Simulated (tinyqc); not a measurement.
Hot carriers by balance equations with a heated Maxwellian. Which input was changed? Computed by tinyqc, a small Python program. Command: `OMP_NUM_THREADS=1 python tinyqc.py 3031270 3031271 out.jsonl hot which`. One thread of a shared host (Intel(R) Xeon(R) Processor @ 2.30GHz), about 0.2 s of CPU time with the checks.

The carriers follow a Maxwellian at an electron temperature T_e, slightly displaced; the drift energy is neglected against k_B T_e. The balance averages the rate, not the time, so mu_0 lies below the relaxation-time value.

Inputs (values chosen for the exercise, modelled on holes in silicon): effective mass m = 0.493 m_0; density rho = 2329 kg/m^3; sound velocity v_l = 8980 m/s; acoustic deformation potential D_A = 5.1 eV; phonon energy hbar w = 65.8 meV; optical or intervalley deformation potential D_o = 7.7 1e8 eV/cm; final valleys Z_f = 1; lattice temperature T = 100 K; electric field F = 1.5 kV/cm; mixing = 0.2; iteration cap = 300.

Band: parabolic. Solver: damped fixed point.

Constants: k_B = 8.617333262e-05 eV/K; k_B = 1.380649e-23 J/K; e = 1.602176634e-19 C; hbar = 1.054571817e-34 J s; m_0 = 9.1093837015e-31 kg; hbar = 6.582119569e-16 eV s.

Method:
- Parabolic band: E = hbar^2 k^2/(2 m), speed v = hbar k/m, states per spin, volume and energy g(E) = m k/(2 pi^2 hbar^2). Masses are multiplied by m_0 and all formulas are in SI units.
- Phonon occupation N_q = 1/(exp(hbar w/(k_B T)) - 1).
- Acoustic deformation potential (elastic, equipartition, absorption and emission together): 1/tau = 2 pi k_B T D_A^2 g(E)/(hbar rho v_l^2).
- Optical or intervalley deformation potential: 1/tau = (pi Z_f D_o^2/(rho w)) [N_q g(E + hbar w) + (N_q + 1) g(E - hbar w)], with g = 0 below the band edge.
- Averages over the Maxwellian, <y> = int y x^(1/2) exp(-x) dx / int x^(1/2) exp(-x) dx with x = E/(k_B T_e), split at x_0 = hbar w/(k_B T_e): 64 Gauss-Legendre points in sqrt(x) below it and 128 in sqrt(x - x_0) above it, up to x = 32. Momentum balance: mu(T_e) = e/(m nu), nu = <x (sum of rates)>/<x>. Power lost per carrier: P(T_e) = hbar w <emission rate - absorption rate> + <(2 m v_l^2/(k_B T)) (E - 2 k_B T) acoustic rate>.
- Energy relaxation time at weak heating: tau_E = (3/2) k_B / (dP/dT_e), the derivative by a central difference of +/- 0.5 K at T_e = T.
- Fixed point: T_out = T + (T_e - T) e mu(T_e) F^2/P(T_e), T_new = T_e + mixing (T_out - T_e).
- Start at T_e = 1.5 T; stop when T_e moves by less than 1e-6 K or exceeds 1e6 K.
- v = mu(T_e) F; warm-carrier coefficient (mu/mu_0 - 1)/F^2.

Problem. One of these inputs alone was changed, within the range given: effective mass m (0.2465 to 0.986); sound velocity v_l (4490 to 1.796e+04); phonon energy hbar w (32.9 to 131.6); electric field F (0.75 to 3). Which one, and to what value?

Results:
```
run     energy relaxation time tau_E (ps)  drift velocity (1e7 cm/s)  mobility mu(T_e) (cm^2/(V s))
before                           10.50045                  0.5938685                       3959.123
after                            13.90645                  0.7208474                       4805.649
```

Solution.

Each candidate set to reproduce energy relaxation time tau_E, and what it then gives:
```
candidate                      range searched  value needed  drift velocity (1e7 cm/s)  mobility mu(T_e) (cm^2/(V s))
effective mass m (m_0)        0.2465 to 0.986        0.4160                    0.72085                         4805.6
sound velocity v_l (m/s)    4490 to 1.796e+04     no effect                          -                              -
phonon energy hbar w (meV)      32.9 to 131.6         69.46                    0.60138                         4009.2
electric field F (kV/cm)            0.75 to 3     no effect                          -                              -
```

Only effective mass m fits every result: it went from 0.493 to 0.416 m_0. The next best candidate, phonon energy hbar w, misses one result by 17 %.

Caution: the drift energy m v^2/2 is not small against the heating (3/2) k_B (T_e - T), so T_e - T is rough.
